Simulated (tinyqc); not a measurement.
# Electron continuity equation in a given potential, Scharfetter-Gummel discretisation, step by step

Program tinyqc, `OMP_NUM_THREADS=1 python tinyqc.py 2220054 2220055 out.jsonl`; Intel Xeon 2.30GHz, shared host, one thread, about 0.01 s. Printed values are rounded.

Steady state in one dimension: J = q mu n E + q D dn/dx with E = -dpsi/dx and D = mu Vt, dJ/dx = 0, fixed densities nL and nR at the ends. The potential is given, psi = U x/L, and is not changed by the electrons.

Parameters, values chosen for the exercise; mobility that of a made-up semiconductor:
```
symbol   value        unit                               meaning
T          450           K                           temperature
mu        1640  cm^2/(V s)                     electron mobility
L          2.1          um                  length of the region
nL      5.6e12       cm^-3                      density at x = 0
nR      5.9e13       cm^-3                      density at x = L
U         -1.5           V  potential difference psi(L) - psi(0)
```

Constants: q = 1.602176634e-19 C, kB = 1.380649e-23 J/K, Vt = kB T/q. Results are converted to the units shown.

Range of the model: The drift velocity mu E exceeds 1e7 cm/s somewhere, where real mobilities no longer stay constant.

## Potential on the mesh

8 equal intervals, h = L/8; psi = U x/L.

psi, node 0 to 8 (V): [0.000000, -0.187500, -0.375000, -0.562500, -0.750000, -0.937500, -1.125000, -1.312500, -1.500000]

## Bernoulli factors

d_i = (psi_(i+1) - psi_i)/Vt; B(d) = d/(exp(d) - 1), B(0) = 1. The flux on interval i is J_i = (q D/h) [n_(i+1) B(d_i) - n_i B(-d_i)].

d_i, interval 0 to 7: [-4.835216, -4.835216, -4.835216, -4.835216, -4.835216, -4.835216, -4.835216, -4.835216]
B(d_i), interval 0 to 7: [4.873939, 4.873939, 4.873939, 4.873939, 4.873939, 4.873939, 4.873939, 4.873939]
B(-d_i), interval 0 to 7: [0.03872332, 0.03872332, 0.03872332, 0.03872332, 0.03872332, 0.03872332, 0.03872332, 0.03872332]

The largest |d_i| is 4.84, above 2, where central differences lose the sign pattern that keeps densities positive.

## Tridiagonal system for the inner nodes

Row i (1 to 7): B(-d_(i-1)) n_(i-1) + b_i n_i + B(d_i) n_(i+1) = f_i with b_i = -B(-d_i) - B(d_(i-1)) and f_i = 0; the known end values are moved to the right: f_1 loses B(-d_0) nL and f_7 loses B(d_7) nR. h = L/8, D = mu Vt.

diagonal b, node 1 to 7: [-4.912663, -4.912663, -4.912663, -4.912663, -4.912663, -4.912663, -4.912663]
right side f, node 1 to 7 (cm^-3): [-2.168506e11, 0, 0, 0, 0, 0, -2.875624e14]

## Densities and current

B(d_i) and B(-d_i) are the Bernoulli factors of the potential steps, b and f the diagonal and right side. Solve B(-d_(i-1)) n_(i-1) + b_i n_i + B(d_i) n_(i+1) = f_i (end values already in f), then J_i = (q D/h) [n_(i+1) B(d_i) - n_i B(-d_i)], h = L/8, D = mu Vt.

n, node 0 to 8 (cm^-3): [5.6e12, 5.857574e13, 5.899663e13, 5.899997e13, 5.900000e13, 5.900000e13, 5.9e13, 5.9e13, 5.9e13]
J, interval 0 to 7 (A/cm^2): [110.7333, 110.7333, 110.7333, 110.7333, 110.7333, 110.7333, 110.7333, 110.7333]

Without sources J is the same on every interval. A mesh 200 times finer gives the same densities: for a potential that is linear on each interval and no sources the scheme is exact.
